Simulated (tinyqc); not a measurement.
# Order-disorder in a binary alloy on two sublattices: Bragg-Williams and pair (quasi-chemical) approximations, step by step

A worked calculation. Computed by tinyqc, a small Python program that keeps every step. Command: `OMP_NUM_THREADS=1 python tinyqc.py 3008812 3008813 out.jsonl order walk`. One thread of a shared host (Intel(R) Xeon(R) Processor @ 2.30GHz), about 0.01 s of CPU time with the checks. Intermediate numbers are printed to about 6 digits and carried at full precision; extremes and crossings named in words are read from the listed rows.

All z = 8 neighbours of a site lie on the other sublattice. B fills the sublattices with x + eta/2 and x - eta/2; energies are per site, from the pure components: u = -z w y with y the probability of an A-B bond taken in one order.

Inputs (values chosen for the exercise, for a model alloy): ordering energy w = (e_AA + e_BB)/2 - e_AB = 15.9 meV; fraction x of B = 0.5; temperature T = 491 K.

Lattice: bcc (B2 order, z = 8). Method: Newton steps.

scattering factors f_A, f_B (electrons): 17  79

Constants: k_B = 8.617333262e-05 eV/K.

## Critical temperatures

Bragg-Williams: k_B T_c = 2 z w x (1 - x). Pair approximation at x = 1/2: k_B T_c = w/ln(z/(z - 2)).

T_c, Bragg-Williams = 738.047 K

T_c, pair approximation at x = 1/2 = 641.374 K

At x = 1/2 the pair value is 0.869 of the Bragg-Williams one; the ratio tends to 1 as z grows.

## Long-range order, Bragg-Williams

Bragg-Williams: u = -z w [x (1 - x) + eta^2/4]; minimising f gives ln[a (1 - b)/(b (1 - a))] = 2 z w eta/(k_B T) =: ln Q, a = x + eta/2, b = x - eta/2. For given Q this is a quadratic for eta, (Q - 1) eta^2/4 - (Q + 1) eta/2 + (Q - 1) x (1 - x) = 0, smaller root: the map eta -> phi(eta). Newton steps on phi(eta) - eta, with the slope by central differences of 1e-6; start at 0.999 times 2x; stop when |phi - eta| < 1e-10.

Iteration:
```
step       eta  phi(eta)     phi - eta
1     0.999000  0.905446  -9.35543e-02
2     0.870699  0.863970  -6.72961e-03
3     0.859825  0.859766  -5.89868e-05
4     0.859728  0.859728  -4.76940e-09
5     0.859728  0.859728             0
```

order parameter eta = 0.859728

last residual = 0

Converged: eta is 86.0 % of its largest value 2x.

## Energy, entropy and site fractions

a = x + eta/2, b = x - eta/2; u = -z w [x (1 - x) + eta^2/4]; s/k_B = [s2(a) + s2(b)]/2, s2(c) = -c ln c - (1 - c) ln(1 - c); gain on ordering = f(eta) - f(0), f = u - T s. Superlattice over fundamental intensity = [eta (f_B - f_A)/2]^2/[(1 - x) f_A + x f_B]^2.

B fraction on its own sublattice = 0.929864

B fraction on the A sublattice = 0.0701359

energy u = -55.3044 meV/site

entropy s = 0.253990 k_B/site

gain on ordering = -4.92320 meV/site

intensity ratio = 0.308293

The antisite fraction is 0.0701; the dilute estimate exp(-z w/(k_B T)) gives 0.0495.

## Short-range order at the Bragg-Williams T_c

Quasi-chemical disordered state, with T here the Bragg-Williams T_c and not the input T: y^2/[(1 - x - y)(x - y)] = exp(2 w/(k_B T)) =: E, so y = 2 x (1 - x)/(1 + r), r = sqrt(1 - 4 x (1 - x)(1 - 1/E)); Warren-Cowley alpha = 1 - y/(x (1 - x)); u = -z w y.

bond probability y = 0.281088

alpha of the disordered state at the Bragg-Williams T_c = -0.124353

energy of the disordered state = -35.7544 meV/site

Short-range order already holds 12 % of the full ordering energy z w x^2, counted from the random alloy at -z w x (1 - x); Bragg-Williams puts none there.

## Both approximations at x = 1/2

At x = 1/2 the alloy is an Ising model with K = w/(2 k_B T). Bragg-Williams: eta = tanh(z K eta), neighbour correlation -eta^2. Pair: h = (z - 1) artanh(tanh K tanh h), eta = tanh(z h/(z - 1)), correlation -(tanh K + tanh^2 h)/(1 + tanh K tanh^2 h). T is given in units of the Bragg-Williams T_c at x = 1/2, z w/(2 k_B).

Order and neighbour correlation:
```
T/T_c    T (K)  eta, Bragg-Williams  correlation, Bragg-Williams  eta, pair  correlation, pair
0.30    221.41             0.997414                    -0.994834   0.997340          -0.994718
0.45    332.12             0.973976                    -0.948629   0.970957          -0.944336
0.55    405.93             0.935529                    -0.875215   0.922525          -0.858474
0.65    479.73             0.872065                    -0.760498   0.831708          -0.715218
0.75    553.54             0.775516                    -0.601426   0.666415          -0.502704
0.85    627.34             0.629501                    -0.396272   0.289269          -0.208954
0.95    701.14             0.379485                    -0.144009   0.000000          -0.130825
1.10    811.85             0.000000                     0.000000   0.000000          -0.113150
1.50   1107.07             0.000000                     0.000000   0.000000          -0.083141
```

The pair approximation loses long-range order between T/T_c = 0.85 and 0.95, at 641 K, and keeps a correlation of -0.083 in the last row. At its own T_c the correlation is -1/(z - 1) = -0.143, so the fewer the neighbours, the more of the ordering energy is released above T_c.

Checks made by the program: eta against bracketed root finding (relative difference below 1e-10).
